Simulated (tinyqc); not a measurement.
Six-transistor SRAM cell, nodal equations and margins: two steps of the calculation.

Two cross-coupled inverters (pull-down bn, pull-up bp) hold the nodes Q and QB; access transistors (ba, threshold VTn, gate on the word line at Vdd when selected) join them to the bit lines. Transistor (EKV form, voltages against the body): I = 2 n b Vt^2 [F(vp - Vs) - F(vp - Vd)] from drain to source, F(v) = ln^2(1 + exp(v/(2 Vt))), vp = (Vg - VT + sg |Vd - Vs|)/n. n-channel bodies are at 0; for the p-channel device all voltages are counted down from Vdd. b in uA/V^2 gives I in uA. For an access transistor the bit line is the drain and the node the source. In a read both bit lines are at Vdd. The cell is symmetric (no mismatch).

Parameters, values chosen for the exercise:

| symbol | value | unit | meaning |
|---|---|---|---|
| T | 300 | K | temperature |
| Vdd | 0.75 | V | supply voltage |
| n | 1.33 |  | slope factor |
| sg | 0.1 |  | drain-induced barrier lowering |
| VTn | 0.31 | V | n-channel threshold |
| VTp | 0.38 | V | p-channel threshold (magnitude) |
| bn | 860 | uA/V^2 | gain factor of the pull-down transistor |
| ba | 860 | uA/V^2 | gain factor of the access transistor |
| bp | 390 | uA/V^2 | gain factor of the pull-up transistor |

Constants: q = 1.602176634e-19 C, kB = 1.380649e-23 J/K, Vt = kB T/q. Results are converted to the units shown.

Problem 1. Read current and disturbance. Iread = Ia(bit line at Vdd, source Q); cell ratio bn/ba; time to pull a bit line of 20 fF down by 0.1 V at that current.

(Q, QB) (V): Q 0.12004116, QB 0.74952611

Find: Iread; cell ratio; time.

Solution 1.

Iread = 38.22 uA
cell ratio = 1.000
time = 52.33 ps

Problem 2. The largest square in the read butterfly. f(x) is the node voltage of one half-cell in a read for input x (In - Ip - Ia = 0). Static noise margin: side of the largest square between the curve (x, f(x)) and its mirror image (f(y), y); with h(c) the root x of f(x) - x = c, it is the maximum over c > 0 of h(c) - h(-c) + c.

| point | c (V) |
|---|---|
| 0 | 0.13 |
| 1 | 0.21 |
| 2 | 0.29 |
| 3 | 0.36 |
| 4 | 0.42 |
| 5 | 0.46 |
| 6 | 0.5 |

Find: h(c); h(-c); side.

Solution 2.

| point | h(c) (V) | h(-c) (V) | side (V) |
|---|---|---|---|
| 0 | 0.3101 | 0.4069 | 0.0331 |
| 1 | 0.3021 | 0.4538 | 0.0583 |
| 2 | 0.2945 | 0.5021 | 0.0825 |
| 3 | 0.2863 | 0.5459 | 0.1004 |
| 4 | 0.2735 | 0.5861 | 0.1074 |
| 5 | 0.2579 | 0.6146 | 0.1033 |
| 6 | 0.2347 | 0.6446 | 0.0900 |

The maximum over c is 107.4 mV, the read margin; with the word line off (no Ia) the same construction gives 270.0 mV.

tinyqc, about 0.2 s, one thread, Intel Xeon 2.30GHz (shared host): `OMP_NUM_THREADS=1 python tinyqc.py 2340110 2340111 out.jsonl`
